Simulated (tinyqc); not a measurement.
Sheet resistance of a shallow doped layer with concentration-dependent mobility and limited activation: one step, computed by the program tinyqc.

A layer of one dopant lies in a background of the opposite type. Current flows parallel to the surface down to the junction; depletion is ignored.

Question. Active limit and depths. C(x) = C_s exp(-x^2/(2 l^2)). Temperatures in kelvin are T(C) + 273.15. Active limit C_a = prefactor x exp(-energy/(k_B T)); the junction lies where C = C_B, and the profile exceeds C_a down to x_a (zero if C_s is below C_a). Slope at the junction in nm per decade = ln(10) C/|dC/dx|.

Inputs (values chosen for the exercise, modelled on arsenic in silicon):
```
quantity                         value    unit
surface concentration C_s      5.6e+20  1/cm^3
length l                            17      nm
background C_B                 7.5e+15  1/cm^3
prefactor of the active limit    2e+22  1/cm^3
energy of the active limit       0.466      eV
anneal temperature T              1050       C
```

Profile: Gaussian.

Constants: k_B = 8.617333262e-05 eV/K.

Give: active limit C_a; junction depth x_j; depth x_a; abruptness at the junction.

Answer.

active limit C_a = 3.358e+20 1/cm^3

junction depth x_j = 80.53 nm

depth x_a = 17.19 nm

abruptness at the junction = 8.263 nm/decade
